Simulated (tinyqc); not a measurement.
Worked calculation: surface photovoltage measurement of the minority-carrier diffusion length in a wafer. Computed by tinyqc, a small Python program that keeps every step. Command: `OMP_NUM_THREADS=1 python tinyqc.py 3130037 3130038 out.jsonl spv walk`. One thread of a shared host (Intel(R) Xeon(R) Processor @ 2.30GHz), about 0.01 s of CPU time with the checks. Intermediate numbers are printed to about 6 digits and carried at full precision; extremes and crossings named in words are read from the listed rows.

Low injection, steady light, a depletion layer much thinner than 1/alpha and L. The excess density dn is taken at the front edge of the neutral region; light that reaches the back is lost.

Inputs (values chosen for the exercise, modelled on p-type silicon at room temperature): diffusion length L = 31 micrometre; wafer thickness W = 625 micrometre; diffusivity D = 33.3 cm^2/s; front recombination velocity S_f = 130 cm/s; back recombination velocity S_b = 1600 cm/s; photon flux entering = 1.5e+12 1/(cm^2 s); minority density at the surface barrier scale n_0 = 4.8e+09 1/cm^3; temperature T = 298 K; wavelength = 922 nm; relative noise of each reading = 0 %; diffusion length after pair splitting over L = 0.52; iron factor C = 1.08e+16 micrometre^2/cm^3.

Constants: k_B = 8.617333262e-05 eV/K.

## One wavelength

alpha = (84.732/lambda - 76.417)^2 per cm with lambda in micrometre (an empirical fit for silicon between 0.7 and 1.05 micrometre). Thick wafer: dn = Phi L/((S_f + D/L)(L + 1/alpha)). Finite wafer, with s = S_b L/D, w = W/L, a = alpha L: dn = [Phi a/(a^2 - 1)] [a - B - exp(-alpha W)(a - s)/(cosh w + s sinh w)]/(S_f + B D/L), B = (sinh w + s cosh w)/(cosh w + s sinh w). Photovoltage V = (k_B T/e) ln(1 + dn/n_0). Lifetime = L^2/D.

alpha = 239.730 1/cm

penetration depth 1/alpha = 41.7136 micrometre

dn, thick wafer = 5.88207e+07 1/cm^3

B = 1

dn, finite wafer = 5.88207e+07 1/cm^3

photovoltage V = 0.312774 mV

lifetime = 0.288589 microsecond

## The linear plot

normal deviates g for the noise: [1.37, -0.79, 0.43, 0.92, 2.00, 0.26, 0.30]

Readings y = (Phi/dn) (1 + noise x g) at 780, 830, 880, 920, 950, 975 and 995 nm; a least-squares line y = c (1/alpha + L_app) gives L_app = intercept/slope.

Readings:
```
lambda (nm)  1/alpha (micrometre)  y (cm/s)  line (cm/s)
780                         9.636   14251.5      14251.5
830                        15.176   16194.3      16194.3
880                        25.330   19755.3      19755.3
920                        40.658   25130.9      25130.9
950                        61.278   32362.7      32362.7
975                        90.917   42757.3      42757.3
995                       130.888   56775.2      56775.2
```

slope = 350.708 cm/(s micrometre)

apparent length L_app = 31 micrometre

error of L_app (rounded to 0.001) = 0 %

At W/L = 20.2 the finite thickness shifts L_app by less than 0.05 %. S_f scales all readings alike and leaves L_app unchanged.

## Where the wafer is too thin

No noise; L is varied at fixed W, and the last two columns set S_b to 0 and to 1e7 cm/s.

Apparent length (micrometre):
```
L           W/L  given S_b  S_b = 0  S_b = 1e7
31.2    20.0321     31.200    31.20     31.200
62.5    10.0000     62.500    62.50     62.500
125.0    5.0000    125.017   125.11    124.854
188.0    3.3245    187.964   190.02    185.706
312.0    2.0032    305.604   338.14    285.537
500.0    1.2500    442.218   647.19    376.132
812.0    0.7697    562.760  1396.39    438.237
1310.0   0.4771    633.879  3034.83    468.947
2500.0   0.2500    673.965  7352.90    484.665
```

With a fast back surface L_app levels off, at 485 micrometre in the last row; with a passive one it reaches up to 2.94 times L among these rows and is 7350 in the last. All three columns are within 5 % of L down to W/L = 3.3.

## Iron from two lengths

Splitting iron-boron pairs in boron-doped silicon shortens L; with nothing else changing, [Fe] = C (1/L_after^2 - 1/L^2). It is evaluated with the true lengths and with the apparent ones (without noise), which differ when the wafer is not thick against L.

L_after = 16.12 micrometre

[Fe] from the true lengths = 3.03234e+13 1/cm^3

[Fe] from the apparent lengths = 3.03234e+13 1/cm^3

bias, apparent over true less 1 (rounded to 0.001) = 0 %

Checks made by the program: dn against a finite-difference solution (relative difference 4e-06).
